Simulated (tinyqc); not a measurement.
Inside a calculation. Method: Hubbard chain of 5 sites. Computed by tinyqc, a small Python program that keeps every step. Settings: hopping = 0.83, U = 8.4, mixing = 1, iteration cap = 89. Command: `OMP_NUM_THREADS=1 python tinyqc.py 22818 22819 out.jsonl` (the two numbers bound the seeds that draw the settings). One thread of a shared host (Intel(R) Xeon(R) Processor @ 2.60GHz), about 0.2 s of CPU time with the checks.

one-body matrix (hopping and site energies) (eV):
```
           1          2          3          4          5
1   0.000000  -0.830000   0.000000   0.000000   0.000000
2  -0.830000   0.000000  -0.830000   0.000000   0.000000
3   0.000000  -0.830000   0.000000  -0.830000   0.000000
4   0.000000   0.000000  -0.830000   0.000000  -0.830000
5   0.000000   0.000000   0.000000  -0.830000   0.000000
```

U = 8.400000 eV

electrons, up and down: 2  2

n(up) at the start (a guess, not normalised): 1 0.400000, 2 0.400000, 3 0.400000, 4 0.400000, 5 0.400000

n(down) at the start (a guess): 1 0.400000, 2 0.400000, 3 0.400000, 4 0.400000, 5 0.400000

Each step fills the lowest levels of T + U n(other spin) and sets n(new) = n + mixing (n(out) - n); stop when output and input agree to 1e-8.

Course of the cycle:

| iteration | E (eV) | largest \|n(out) - n(in)\| | mean \|n_up - n_down\| |
|---|---|---|---|
| 1 | 2.46479566 | 1.00e-01 | 0.000000 |
| 2 | 3.69610989 | 2.71e-01 | 0.000000 |
| 3 | 9.54732010 | 6.33e-01 | 0.000000 |
| 4 | 14.10501011 | 8.82e-01 | 0.000000 |
| 5 | 8.98870503 | 9.42e-01 | 0.000000 |
| 6 | 15.36114075 | 9.75e-01 | 0.000000 |
| 7 | 8.52955861 | 9.76e-01 | 0.000000 |
| 8 | 15.26604518 | 9.74e-01 | 0.000000 |
| 9 | 8.51278824 | 9.74e-01 | 0.000000 |
| 10 | 15.26083671 | 9.74e-01 | 0.000000 |
| 11 | 8.51199201 | 9.74e-01 | 0.000000 |
| ... | ... | ... | ... |
| 79 | 8.51195219 | 9.74e-01 | 0.000000 |
| 80 | 15.26057472 | 9.74e-01 | 0.000000 |
| 81 | 8.51195219 | 9.74e-01 | 0.000000 |
| 82 | 15.26057472 | 9.74e-01 | 0.000000 |
| 83 | 8.51195219 | 9.74e-01 | 0.000000 |
| 84 | 15.26057472 | 9.74e-01 | 0.000000 |
| 85 | 8.51195219 | 9.74e-01 | 0.000000 |
| 86 | 15.26057472 | 9.74e-01 | 0.000000 |
| 87 | 8.51195219 | 9.74e-01 | 0.000000 |
| 88 | 15.26057472 | 9.74e-01 | 0.000000 |
| 89 | 8.51195219 | 9.74e-01 | 0.000000 |

Can the last value be used, and what does the course show?

Not by the stop rule. Not converged within 89 iterations: the residual has stopped falling: the iteration swings between two states. The lowest mean-field energy found from random starts is -1.51577 eV. Reruns (cap 100 unless said): mixing 0.2: converged in 13 to a higher stationary point (E = 2.25044); mixing 0.5: not converged; mixing 0.9: not converged; the original settings with a cap of 400: not converged.
